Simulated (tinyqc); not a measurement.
Equation-of-state fits to an energy-volume table made by a known binding curve. From exact B0 back to stiffness eta. Computed by tinyqc, a small Python program. Command: `OMP_NUM_THREADS=1 python tinyqc.py 3019647 3019648 out.jsonl eosfit inv`. One thread of a shared host (Intel(R) Xeon(R) Processor @ 2.30GHz), about 0.04 s of CPU time with the checks.

With x = (V/V_0)^(1/3), the energy per atom is E = -D [1 + eta (x - 1)] exp(-eta (x - 1)), so that B0 = D eta^2/(9 V_0) and B' = 1 + 2 eta/3. B' = dB/dP at P = 0.

Inputs (values chosen for the exercise, for a model crystal): cohesive energy D = 7.56 eV/atom; true volume V_0 = 8.04 angstrom^3/atom; compression V/V_0 for the pressure test = 0.9.

Binding curve: universal binding. Noise: added.

Constants: 1 eV/angstrom^3 = 160.2176634 GPa.

Method. B0 and B' from the formulas above; P = -dE/dV at V = c V_0 (c the compression chosen), from the curve itself.

Task: A run gave the result below. Find the stiffness eta, known to lie between 3.8 and 10.

exact B0 = 541.7582 GPa

Result:

Each step takes the trial c = (a f_b - b f_a)/(f_b - f_a), f being the result less the target and a, b, c the logarithms of the listed values; c replaces end b, the old b replaces a if the sign of f changed, and otherwise f_a is halved.

Scan of the range:
```
stiffness eta  exact B0 (GPa)
3.80                   241.71
4.46                   332.97
5.25                   461.37
6.16                   635.18
7.24                   877.43
8.51                  1212.25
10.00                 1673.92
```

False position (Illinois rule, in the logarithm of the input) inside the bracket:
```
step    end a    end b    trial  exact B0 (GPa)
1     5.25000  6.16000  5.65284         534.894
2     6.16000  5.65284  5.68619         541.222
3     6.16000  5.68619  5.69135         542.206
4     5.68619  5.69135  5.68900         541.758
5     5.69135  5.68900  5.68900         541.758
```

Exact B0 rises at every point of a 13-point scan of the range (every second point is shown), so one value fits; it is bracketed by 5.25 and 6.16. The scan shows a pure power law with exponent 2.000, so scaling from any one row also gives the answer directly. Answer: stiffness eta = 5.689.
